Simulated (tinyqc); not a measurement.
Luttinger-Kohn k.p, four valence bands, step by step. Computed by tinyqc, a small Python program that keeps every step. Settings: g1 = 7.9, g2 = 3.16, g3 = 3.71. Command: `OMP_NUM_THREADS=1 python tinyqc.py 24461 24462 out.jsonl` (the two numbers bound the seeds that draw the settings). One thread of a shared host (Intel(R) Xeon(R) Processor @ 2.60GHz), about 0.01 s of CPU time with the checks.

## Bloch Hamiltonian at k

Luttinger parameters chosen for this model; energies are counted downward from the top of the valence band:
```
parameter     value  unit
g1         7.900000
g2         3.160000
g3         3.710000
```

k point k (1/angstrom): [-0.048000, -0.032000, -0.011000]

P = c g1 k^2, Q = c g2 (kx^2 + ky^2 - 2 kz^2), R = c sqrt3 [-g2 (kx^2 - ky^2) + 2i g3 kx ky], S = 2 c sqrt3 g3 (kx - i ky) kz, c = hbar^2/2m = 3.809982 eV angstrom^2; rows [P+Q, -S, R, 0], [-S*, P-Q, 0, R], [R*, 0, P-Q, S], [0, R*, S*, P+Q]. The path ends lie at |k| = 0.06 1/angstrom.

H(k) at k (eV), order 3/2, 1/2, -1/2, -3/2:
```
[[0.140965, -0.025854+0.017236i, -0.026692+0.075211i, 0.000000],
 [-0.025854-0.017236i, 0.066657, 0.000000, -0.026692+0.075211i],
 [-0.026692-0.075211i, 0.000000, 0.066657, 0.025854-0.017236i],
 [0.000000, -0.026692-0.075211i, 0.025854+0.017236i, 0.140965]]
```

## Levels at k

Diagonalise the Hermitian matrix.

eigenvalues (eV): [0.010457, 0.010457, 0.197165, 0.197165]

## Bands along a path

The same steps at evenly spaced points between the labelled ones.

Bands along the path (eV):
```
k               band 1    band 2    band 3    band 4
[111]         0.006584  0.006584  0.210128  0.210128
[111]-G 0.20  0.004214  0.004214  0.134482  0.134482
[111]-G 0.40  0.002370  0.002370  0.075646  0.075646
[111]-G 0.60  0.001053  0.001053  0.033621  0.033621
[111]-G 0.80  0.000263  0.000263  0.008405  0.008405
G             0.000000  0.000000  0.000000  0.000000
G-[100] 0.20  0.000867  0.000867  0.007802  0.007802
G-[100] 0.40  0.003467  0.003467  0.031206  0.031206
G-[100] 0.60  0.007802  0.007802  0.070215  0.070215
G-[100] 0.80  0.013870  0.013870  0.124826  0.124826
[100]         0.021671  0.021671  0.195041  0.195041
```

## Hole masses

E = c [g1 k^2 -/+ 2 sqrt(g2^2 k^4 + 3 (g3^2 - g2^2)(kx^2 ky^2 + ky^2 kz^2 + kz^2 kx^2))] with c = hbar^2/2m, and m* = hbar^2 k^2 / (2 E).

Masses (electron masses):
```
direction     heavy     light
[100]      0.632911  0.070323
[110]      1.352922  0.066397
[111]      2.083333  0.065274
```
